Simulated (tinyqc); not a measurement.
# Interface traps from C-V curves, high-low and Terman methods: what changes with what

MOS capacitor on an n-type substrate; psi is the band bending, negative in depletion; only majority carriers are counted. At the bending psi the Fermi level lies y = xi - psi below the conduction edge at the surface, xi = Vt ln(Nc/Nd). Dit(y) = D0 + D1 exp(-y/E1); traps fill up to the Fermi level, follow the bias and a slow signal, and do not follow a fast one. V is the gate voltage from flat band.

Values chosen for this exercise; band and dielectric values close to those of silicon:
- T = 300 K (temperature)
- eps_r = 11.5 (relative permittivity)
- Nc = 2.82e19 cm^-3 (conduction-band density of states at T)
- Nd = 3.9e17 cm^-3 (donor density)
- EOT = 2.8 nm (equivalent oxide thickness)
- D0 = 2.4e11 cm^-2 eV^-1 (trap density far from the band edge)
- D1 = 8.5e12 cm^-2 eV^-1 (band-tail density at the conduction edge)
- E1 = 0.08 eV (decay energy of the tail)

Constants: q = 1.602176634e-19 C, kB = 1.380649e-23 J/K, Vt = kB T/q, eps0 = 8.8541878128e-14 F/cm where lengths are in cm. Results are converted to the units shown.

Each table varies one quantity; the others keep the values above.

## An error in the doping read as traps

Cox = 3.9 eps0/EOT, LD = sqrt(eps0 eps_r Vt/(q Nd)), u = psi/Vt, Cd = (eps0 eps_r/(sqrt(2) LD)) |exp(u) - 1|/sqrt(exp(u) - u - 1). Ideal V0 = psi - sqrt(2) (eps0 eps_r Vt/LD) sqrt(exp(u) - u - 1)/Cox for psi < 0; the traps add dV = (q/Cox) times the integral of Dit from 0 to psi = (q/Cox) [D0 psi + D1 E1 exp(-xi/E1) (exp(psi/E1) - 1)]. 1/C_HF = 1/Cox + 1/Cd, 1/C_LF = 1/Cox + 1/(Cd + q Dit). The sample has Nd; the ideal curve is drawn with Nd (1 + e). At the true psi = -0.253 V the measured C_HF is matched to the ideal curve, which gives psi', and Dit = (Cox/q) [dV/dpsi' - 1 - Cd'(psi')/Cox], derivatives exact.

The same in every row: true Dit (cm^-2 eV^-1) = 3.302e11.

An error in the doping read as traps:
```
e,psi' (V),apparent Dit (cm^-2 eV^-1)
-0.15,-0.2189,2.135e12
-0.1,-0.2303,1.469e12
-0.05,-0.2416,8.708e11
-0.02,-0.2485,5.400e11
0,-0.2530,3.302e11
0.02,-0.2575,1.284e11
0.05,-0.2644,-1.603e11
0.1,-0.2757,-6.072e11
0.15,-0.2871,-1.016e12
```

What does the table show?

The apparent Dit falls from 2.13e12 to -1.02e12 cm^-2 eV^-1, against the true 3.30e11. An error of +5 % in the doping shifts it by -4.91e11 cm^-2 eV^-1, 149 % of the true value, and a negative result appears where the assumed doping is too high.

## Effect of the oxide thickness on the signal

Same model as above.

All at psi = -0.253 V.

Result of one run:
```
EOT (nm),dV (mV),C_HF (nF/cm^2),C_LF (nF/cm^2),(C_LF - C_HF)/Cox (%)
1.4,-14.55,324.9,364.1,1.587
```

What becomes of these results when the equivalent oxide thickness EOT is changed from 1.4 to 4.4 nm, all else the same?

Result of the changed run:
```
EOT (nm),dV (mV),C_HF (nF/cm^2),C_LF (nF/cm^2),(C_LF - C_HF)/Cox (%)
4.4,-45.73,253.4,276.6,2.956
```

The whole series:
```
EOT (nm),dV (mV),C_HF (nF/cm^2),C_LF (nF/cm^2),(C_LF - C_HF)/Cox (%)
1.4,-14.55,324.9,364.1,1.587
2.5,-25.98,294.4,326.2,2.302
4.4,-45.73,253.4,276.6,2.956
8,-83.14,200.4,214.7,3.300
14,-145.5,148.7,156.4,3.119
26,-270.2,98.02,101.3,2.475
46,-478.1,62.53,63.85,1.760
```

The stretch-out grows in proportion to the EOT, from -14.6 to -478 mV, so thin oxides leave Terman's method little to read; the high-low gap goes from 1.59 through a maximum of 3.30 (at EOT = 8 nm among the rows listed) to 1.76 % of Cox.

tinyqc, about 0.01 s, one thread, Intel Xeon 2.30GHz (shared host): `OMP_NUM_THREADS=1 python tinyqc.py 2030068 2030069 out.jsonl`
